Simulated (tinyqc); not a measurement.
Worked calculation: Keating valence-force model of a tetrahedral crystal. Computed by tinyqc, a small Python program that keeps every step. Command: `OMP_NUM_THREADS=1 python tinyqc.py 3024727 3024728 out.jsonl keating walk`. One thread of a shared host (Intel(R) Xeon(R) Processor @ 2.30GHz), about 0.01 s of CPU time with the checks. Intermediate numbers are printed to about 6 digits and carried at full precision; extremes and crossings named in words are read from the listed rows.

Atom A sits at 0 and atom B at a/4 (1,1,1) of an fcc lattice; the four bonds from A are t = a/4 (1,1,1), a/4 (1,-1,-1), a/4 (-1,1,-1), a/4 (-1,-1,1), of length d = sqrt(3) a/4. Energy: E = (3 alpha/(8 d^2)) sum over bonds (r.r - d^2)^2 + (3 beta/(8 d^2)) sum over pairs of bonds at one atom (r_i.r_j + d^2/3)^2, with beta_A for the six pairs at A and beta_B for the six at B. The cell holds two atoms, Omega = a^3/4. 1 N/m = 1 J/m^2. With constants fitted to the elastic moduli this model puts optical and zone-boundary frequencies of real crystals too high, by up to about 20 % in elemental crystals and up to about 50 % in compounds, and mostly by more for TA modes; in compounds the lattice part of the static dielectric constant then comes out too low.

Inputs (values chosen for the exercise, modelled on gallium phosphide):
```
quantity               value      unit
lattice constant a     5.451  angstrom
mass M_A               69.72         u
mass M_B               30.97         u
bond stretching alpha   48.6       N/m
bond bending beta_A     11.1       N/m
bond bending beta_B     11.1       N/m
Born charge Z*          2.07         e
eps_inf                 9.26         -
mesh divisions n           4         -
temperature T            150         K
```

Structure: zinc blende.

wave vector q (2 pi/a): 0.29  0.41  0.19

Constants: 1 eV/angstrom^2 = 16.02176634 J/m^2; nu for 1 eV/(angstrom^2 u) = 15.6333042 THz; 1 THz = 33.35640952 1/cm; e^2/(4 pi eps_0) = 14.39964548 eV angstrom; u = 1.6605390666e-27 kg; h x 1 THz = 4.135667696 meV; k_B = 8.617333262e-05 eV/K.

## Dynamical matrix at q

With displacements u exp(i q.r), each bracket changes by g.u, where g = (g_A, g_B): bond t, g = (-2 t, 2 t exp(i q.t)); pair (i, j) at A, g = (-(t_i + t_j), t_i exp(i q.t_j) + t_j exp(i q.t_i)); pair at B, g = (-t_i exp(-i q.t_j) - t_j exp(-i q.t_i), t_i + t_j). Then D_mn = sum over the 4 bonds and 12 pairs of (4 k/a^2) conj(g_m) g_n / sqrt(M_m M_n), with k = alpha or beta converted to eV/angstrom^2. Only the short-range forces enter; the Coulomb field of the charges is left out.

D(q) (eV/(angstrom^2 u)), lower triangle (Hermitian):
```
                     A x                  A y                  A z                 B x
A x             0.219273
A y   0.007540+0.001865i             0.224762
A z   0.004413-0.002044i   0.005364-0.004303i             0.218086
B x  -0.220164-0.024913i   0.050868+0.042545i   0.020843+0.103834i            0.493630
B y   0.050868+0.042545i  -0.220164-0.024913i   0.031944+0.067750i  0.016974-0.004199i
B z   0.020843+0.103834i   0.031944+0.067750i  -0.220164-0.024913i  0.009935+0.004601i

                    B y       B z
B y            0.505986
B z  0.012075+0.009688i  0.490957
```

## Frequencies at q

Diagonalise the Hermitian matrix D. An eigenvalue lambda of D in eV/(angstrom^2 u) gives nu = 15.6333042 THz x sqrt(lambda). The weight on A is the sum of |e|^2 over the three components of atom A.

frequencies (THz): 3.0032  3.3683  5.7984  12.2322  12.6582  12.7387

weights on atom A: 0.715261  0.721892  0.802343  0.208296  0.279364  0.272844

The top mode has 27 % of its weight on A, the heavier atom.

## Elastic constants and internal strain

beta = (beta_A + beta_B)/2; C11 = (alpha + 3 beta)/a, C12 = (alpha - beta)/a, C44 = 4 alpha beta/(a (alpha + beta)); with the two sublattices clamped C44(0) = (alpha + beta)/a; internal-strain parameter zeta = (alpha - beta)/(alpha + beta); B = (C11 + 2 C12)/3.

C11 = 150.248 GPa

C12 = 68.7947 GPa

C44 = 66.3084 GPa

clamped C44(0) = 109.521 GPa

internal-strain parameter zeta = 0.628141

bulk modulus B = 95.9457 GPa

Letting the sublattices shift lowers C44 by 39 %, which is zeta^2. A shear is shared between bond lengths and angles. The model fixes 2 C44 (C11 + C12)/((C11 - C12)(C11 + 3 C12)) = 1.000 whatever alpha and beta are.

## Optical mode at the zone centre

beta = (beta_A + beta_B)/2; mu = M_A M_B/(M_A + M_B); lambda = 4 (alpha + beta)/mu with the springs in eV/angstrom^2; nu = 15.6333042 THz x sqrt(lambda).

reduced mass mu = 21.4443 u

nu_TO at G = 13.0334 THz

the same as a wavenumber = 434.746 1/cm

## LO-TO splitting

The long-range field adds 4 pi Z*^2 (e^2/(4 pi eps_0))/(eps_inf Omega mu) to lambda for the longitudinal mode at q -> 0; lambda = (nu/15.6333042 THz)^2; eps_0 = eps_inf (nu_LO/nu_TO)^2 (Lyddane-Sachs-Teller; here eps_0 is the static dielectric constant).

nu_LO at G = 13.9081 THz

static dielectric constant = 10.5447

The splitting is 6.7 % of nu_TO, and the lattice adds 1.28 to the dielectric constant.

## Frequencies at the zone boundary

The formulas are those given above.

Frequencies (THz) at points given in 2 pi/a:
```
point                 nu 1     nu 2     nu 3     nu 4     nu 5     nu 6
X (1, 0, 0)        5.08246  5.08246  7.87161  11.8106  12.0016  12.0016
L (0.5, 0.5, 0.5)  3.63775  3.63775  7.62907  11.6342  12.5154  12.5154
W (1, 0.5, 0)      5.48496  5.76454  7.22826  10.8453  12.0977  12.7143
K (0.75, 0.75, 0)  4.71489  6.03280  7.35015  10.9863  12.1507  12.6304
```

At X the two longitudinal modes are split (7.87 and 11.81 THz) because each moves one sublattice alone.

## Lowest frequency at X

Take the lowest frequency at X = (1, 0, 0) 2 pi/a, the transverse acoustic (TA) mode.

TA frequency at X = 5.08246 THz

## Transverse acoustic branch against its sound line

The sound line is nu = v q/(2 pi) with v = sqrt(C44/rho), rho = (M_A + M_B)/Omega; the clamped line uses C44(0).

Frequencies (THz) along G-X; columns: (1) q (2 pi/a); (2) lowest branch; (3) sound line, relaxed C44; (4) sound line, clamped C44(0); (5) third-lowest frequency; (6) highest frequency:
```
(1)       (2)      (3)      (4)      (5)      (6)
0.05  0.36734  0.36757  0.47240  0.55296  13.0291
0.15  1.09643  1.10272  1.41720  1.65061  12.9948
0.30  2.15435  2.20544  2.83440  3.24526  12.8781
0.45  3.13118  3.30817  4.25160  4.72676  12.6826
0.60  3.97577  4.41089  5.66879  6.03200  12.4159
0.75  4.62480  5.51361  7.08599  7.07798  12.1852
0.90  5.00660  6.61633  8.50319  7.73460  12.0334
1.00  5.08246  7.35148  9.44799  7.87161  12.0016
```

At small q the branch follows the relaxed line (0.999 of it, against 0.778 of the clamped one): in a long shear wave the sublattices shift against each other. At X it reaches 69 % of the relaxed line. Real tetrahedral semiconductors have flatter TA branches than a Keating model fitted to their elastic constants, which needs longer-ranged terms to mend.

## Thermal sums on a mesh

Mesh: q = sum_i (m_i + 1/2)/n b_i, m_i = 0..n-1, with b = [[-1, 1, 1], [1, -1, 1], [1, 1, -1]] in 2 pi/a; sums over the six modes are averaged over the n^3 points and halved, per atom. With x = h nu/(k_B T) and n = 1/(exp(x) - 1) for each mode: F = k_B T [x/2 + ln(1 - exp(-x))], U = k_B T x (n + 1/2), S/k_B = x n - ln(1 - exp(-x)), C/k_B = x^2 n (n + 1). The acoustic share counts the three lowest modes at each q; zero-point energy = sum h nu/2.

free energy F = 47.9926 meV/atom

entropy S = 1.17850 k_B/atom

heat capacity C = 1.68070 k_B/atom

acoustic share of C = 0.715354

zero-point energy = 53.5761 meV/atom

C is 56 % of the classical value; the optical modes are partly excited.

Checks made by the program: slopes of the acoustic branches along [110] against C11, C12 and the relaxed C44 (relative difference 1e-06); zone-centre optical mode against D(q = 0) (relative difference below 1e-10); longitudinal modes at X against the diagonal of D (relative difference below 1e-10).
